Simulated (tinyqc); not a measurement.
Worked calculation: sp3 tight binding, zinc-blende lattice. One step of it, computed by the program tinyqc.

Task: Bloch Hamiltonian at G. Slater-Koster rules over the four bonds with direction cosines (l, m, n): ss V_ss; s-px l V_sp; px-s -l V_sp; px-px l^2 V_pps + (1 - l^2) V_ppp; px-py l m (V_pps - V_ppp); each times exp(i k.d).

Parameters chosen for this model: zinc-blende lattice, anion at 0, cation at a/4 (1,1,1); V = eta hbar^2 / (m d^2), hbar^2/m = 7.619964 eV angstrom^2:
```
parameter          value      unit
a               5.150000  angstrom
d               2.230015  angstrom
Es anion      -15.370000        eV
Ep anion       -6.830000        eV
Es cation     -11.480000        eV
Ep cation      -4.810000        eV
eta ss         -1.320000
eta sp          1.420000
eta pp sigma    2.220000
eta pp pi      -0.630000
V ss           -2.022605        eV
V sp            2.175833        eV
V pp sigma      3.401654        eV
V pp pi        -0.965334        eV
```

k point G (2 pi / a): 0  0  0

Give: H(k) at G.

Result:

H(k) at G (eV), lower triangle:
```
           a s     a px     a py     a pz       c s     c px     c py     c pz
a s   -15.3700
a px    0.0000  -6.8300
a py    0.0000   0.0000  -6.8300
a pz    0.0000   0.0000   0.0000  -6.8300
c s    -8.0904   0.0000   0.0000   0.0000  -11.4800
c px    0.0000   1.9613   0.0000   0.0000    0.0000  -4.8100
c py    0.0000   0.0000   1.9613   0.0000    0.0000   0.0000  -4.8100
c pz    0.0000   0.0000   0.0000   1.9613    0.0000   0.0000   0.0000  -4.8100
```
